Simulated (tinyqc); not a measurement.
## Length offset and series resistance from crossing lines

Problem. R_total = Rs + k (L - dL)/Vo with constant Rs, dL and k. Find k, dL and Rs.

R_total at (L, Vo) = (45, 0.4), (135, 0.4), (45, 0.94) and (135, 0.94), L in nm and Vo in V (ohm um): [210.4, 525.4, 145.25532, 279.29787]

Answer. At each overdrive R is a straight line in L with slope k/Vo; the two lines cross at L = dL, R = Rs.

k = 1.400 ohm um V/nm
dL = 12.60 nm
Rs = 97.00 ohm um

tinyqc, about 0.03 s, one thread, Intel Xeon 2.30GHz (shared host): `OMP_NUM_THREADS=1 python tinyqc.py 2282281 2282282 out.jsonl`
